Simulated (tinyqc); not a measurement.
# Voltage drop against the factor on the load at the hot node

A grid of 17 by 17 nodes with segments Rx (rows) and Ry (columns); every node draws I1 and the central node kh I1; pads with resistance Rp sit at the nodes whose row and column are multiples of the pitch, counting from 0. The drops u = Vdd - V follow from G u = i, with G the conductance matrix and i the load currents, solved directly. Here the pitch is 8.

Parameters, values chosen for the exercise:
- Vdd = 0.7 V (supply voltage)
- Rx = 0.13 ohm (resistance of a horizontal segment)
- Ry = 0.75 ohm (resistance of a vertical segment)
- Rp = 0.36 ohm (resistance from a pad node to the supply)
- I1 = 0.05 mA (load current of a node in the large grid)

Voltage drop against the factor on the load at the hot node:
```
kh	pads	worst drop (mV)	mean drop (mV)	largest drop at a pad (mV)	largest pad current (mA)	worst drop over Vdd (%)
1	9	1.074	0.9444	0.7646	2.124	0.1534
2	9	1.077	0.9471	0.7721	2.145	0.1539
5	9	1.087	0.9550	0.7947	2.207	0.1553
10	9	1.103	0.9683	0.8322	2.312	0.1576
20	9	1.136	0.9947	0.9074	2.521	0.1622
50	9	1.233	1.074	1.133	3.147	0.1762
100	9	1.509	1.206	1.509	4.190	0.2155
```

What does the comparison show?

The worst drop rises from 1.07 to 1.51 mV and the mean drop rises from 0.944 to 1.21 mV. The central node is itself a pad. The drops are linear in the loads, so the mean grows by 0.00265 mV for each unit of kh in every row.

tinyqc, about 0.1 s, one thread, Intel Xeon 2.30GHz (shared host): `OMP_NUM_THREADS=1 python tinyqc.py 2770104 2770105 out.jsonl`
